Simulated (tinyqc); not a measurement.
Inside a calculation. Method: ROHF in the sto-6g basis, for H3, spin multiplicity 2. One step of it, computed by the program tinyqc.

Problem. Iteration 2: diagonalisation and new density. Diagonalise F' = X^T F X, C = X C', fill 2 alpha and 1 beta electrons from the bottom; D(s) = C_occ C_occ^T. Each column has its largest component positive (the first on a tie).

extrapolated F (hartree), lower triangle:
```
           1H 1s      2H 1s      3H 1s
1H 1s  -0.423525
2H 1s  -0.587360  -0.384938
3H 1s  -0.591479  -0.515218  -0.388845
```

X:
```
               1          2         3
1H 1s   1.265967  -0.016261  0.393517
2H 1s  -0.620852   1.095570  0.392175
3H 1s  -0.649380  -1.079143  0.392215
```

Give: F' = X^T F X; orbital energies; coefficients C; D(alpha) after iteration 2; D(beta) after iteration 2.

Solution.

F' = X^T F X (hartree), lower triangle:
```
         1       2        3
1   0.4892
2   0.0006  0.3035
3  -0.0522  0.0040  -0.7070
```

orbital energies (hartree): MO1 -0.7093, MO2 0.3035, MO3 0.4915

coefficients C:
```
          MO1      MO2      MO3
1H 1s  0.4483  -0.0176   1.2476
2H 1s  0.3604   1.0986  -0.6346
3H 1s  0.3679  -1.0760  -0.6685
```

D(alpha) after iteration 2, lower triangle:
```
        1H 1s    2H 1s   3H 1s
1H 1s  0.2013
2H 1s  0.1422   1.3369
3H 1s  0.1839  -1.0495  1.2931
```

D(beta) after iteration 2, lower triangle:
```
        1H 1s   2H 1s   3H 1s
1H 1s  0.2010
2H 1s  0.1616  0.1299
3H 1s  0.1649  0.1326  0.1353
```
